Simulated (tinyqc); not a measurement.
Permeation of metal atoms or ions through a thin barrier or dielectric: time lag, field-aided drift and lifetime: one step, computed by the program tinyqc.

The film 0 < x < d is empty at first; C = C0 at x = 0 and C = 0 at x = d. dC/dt = D d2C/dx2 - v dC/dx with drift v = D z e V/(k_B T d) (uniform field, no space charge).

Problem. Dose at time s. Steady flux J = (D C0/d) P/(1 - exp(-P)); time lag in units of d^2/D: s_L = [P (1 + exp(-P))/(1 - exp(-P)) - 2]/P^2 (P = 0: J = D C0/d, s_L = 1/6). Dose through the film Q(s) = C0 d {f (s - s_L) - 2 exp(P/2) sum_(n=1..200) (-1)^n n^2 pi^2 exp(-l_n s)/l_n^2}, l_n = n^2 pi^2 + P^2/4, f = P/(1 - exp(-P)) the relative flux.

Inputs (values chosen for the exercise, for a model case: singly charged ions through a dielectric):
```
quantity                               value    unit
thickness d                               19      nm
concentration at the source side C0  2.5e+15  1/cm^3
test temperature T                       150       C
time in units of d^2/D, s               0.32       -
```

Peclet number P = 7.952996

time scale d^2/D = 59609.39 s

Give: Q/(C0 d); dose Q; time.

Solution.

Q/(C0 d) = 1.7968

dose Q = 8.5348e+09 1/cm^2

time = 19075 s
